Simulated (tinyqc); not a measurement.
Worked calculation: classical Heisenberg spin chain: exact results, Metropolis, heat-bath and over-relaxation steps, and a Monte Carlo run. Computed by tinyqc, a small Python program that keeps every step. Command: `OMP_NUM_THREADS=1 python tinyqc.py 3130202 3130203 out.jsonl heismc walk`. One thread of a shared host (Intel(R) Xeon(R) Processor @ 2.30GHz), about 0.3 s of CPU time with the checks. Intermediate numbers are printed to about 5 digits and carried at full precision; extremes and crossings named in words are read from the listed rows.

E = -J sum_i s_i . s_(i+1) for unit vectors s_i on an open chain; K = J/(k_B T).

Inputs (values chosen for the exercise, for a model chain of large moments):
```
quantity                     value  unit
coupling J                      18   meV
temperature T                  134     K
moment mu                      4.9  mu_B
length N of the open chain      24     -
seed                        532520     -
```

Update: heat bath with over-relaxation.

Constants: k_B = 8.617333262e-05 eV/K; mu_B = 5.7883818060e-05 eV/T.

## Exact results

Each bond angle is independent, so u = <s_i . s_(i+1)> = coth K - 1/K, <s_i . s_(i+n)> = u^n, correlation length xi = -1/ln|u|, energy per bond -J u, heat capacity per bond c/k_B = 1 - K^2/sinh^2 K, and for the long chain chi = mu^2 (1 + u)/(3 k_B T (1 - u)) per spin.

K = 1.5588

u = 0.45111

xi = 1.2562 sites

energy per bond = -8.1200 meV

heat capacity = 0.52902 k_B/bond

chi over the Curie value = 2.6437

chi = 0.10606 mu_B/T per spin

## Finite chain

For N spins, <|sum s|^2>/N = (1 + u)/(1 - u) - 2 u (1 - u^N)/(N (1 - u)^2); the long chain has (1 + u)/(1 - u), chi over the Curie value, and the difference is relative to it.

<|sum s|^2>/N = 2.5189

difference from the long chain = -4.7197 %

## Four single-spin steps

four neighbouring spins (rows; components x, y, z):
```
         1        2        3
1   0.1287   0.9214   0.3668
2   0.5813  -0.4515  -0.6769
3  -0.8194  -0.5679  -0.0774
4  -0.0623   0.7793  -0.6235
```

random numbers, one row a step:
```
        1       2       3
1  0.6441  0.8348  0.6322
2  0.4174  0.1446  0.9486
3  0.9908  0.6794  0.1860
4  0.8744  0.5536  0.3098
```

The given spins are first normalised. Spins 2 and 3 are updated in turn, with h = K (sum of the two neighbours). Heat bath: cos(theta) = 1 + ln(1 - r1 (1 - exp(-2 |h|)))/|h| about n = h/|h|, azimuth 2 pi r2 = phi in the frame a = n x z/|n x z|, b = n x a: s = n cos(theta) + sin(theta)(a cos(phi) + b sin(phi)); r1, r2 are the first two numbers of the row. Steps 2 and 4 are reflections, s -> 2 (s . h) h/|h|^2 - s, which keep the energy and use no random number.

Steps:
```
spin     |h|  h . s before  h . s after        move         x         y         z
2     1.2909       -1.1800       0.3861   heat bath   0.22703   0.42831   0.87465
3     1.9398       -1.3098      -1.3098  reflection   0.64068  -0.74260  -0.19512
2     1.2600        0.6257      -1.1600   heat bath  -0.98717  -0.05735   0.14903
3     2.1189       -1.7395      -1.7395  reflection   0.62694  -0.12943   0.76824
```

## A run and its error bars

From the ordered state (alternating for J < 0), with each spin drawn from exp(h . s), h = K x sum of neighbours, 200 sweeps are discarded and 1600 recorded (even and odd sites in turn, each heat-bath sweep followed by two sweeps of reflections; random numbers not printed, so these rows are one sample). Errors are the scatter of block means over sqrt(number of blocks).

Blocking:
```
block length  mean bond product      error  <|sum s|^2>/N     error
1                       0.44954  0.0024336         2.4896  0.043556
4                       0.44954  0.0024682         2.4896  0.045127
16                      0.44954  0.0023845         2.4896  0.042124
40                      0.44954  0.0020118         2.4896  0.044027
80                      0.44954  0.0015429         2.4896  0.048583
```

With blocks of 40 the bond product is 0.8 error bars from the exact u = 0.4511, and <|sum s|^2>/N is 0.7 from the exact 2.519. Blocking to 40 changes the two errors by factors 0.8 and 1.0.

Checks made by the program: c against a difference of the energy (relative difference 2e-09).
